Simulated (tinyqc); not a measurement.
# Impurity strength from the transmission

Problem. An infinite chain has hopping -t with t = 0.389 eV and site energy 0; E = -2 t cos(k) with E = -0.12 eV. One site has the energy u > 0, so T(E) = 1/[1 + u^2/(4 t^2 sin^2 k)]. Find sin^2 k and u.

T(E) = 0.87540445

Solution. sin^2 k = 1 - (E/2t)^2, and u = 2 t |sin k| sqrt(1/T(E) - 1).

sin^2 k = 0.976
u = 0.290 eV

tinyqc, about 0.03 s, one thread, Intel Xeon 2.30GHz (shared host): `OMP_NUM_THREADS=1 python tinyqc.py 2660114 2660115 out.jsonl`
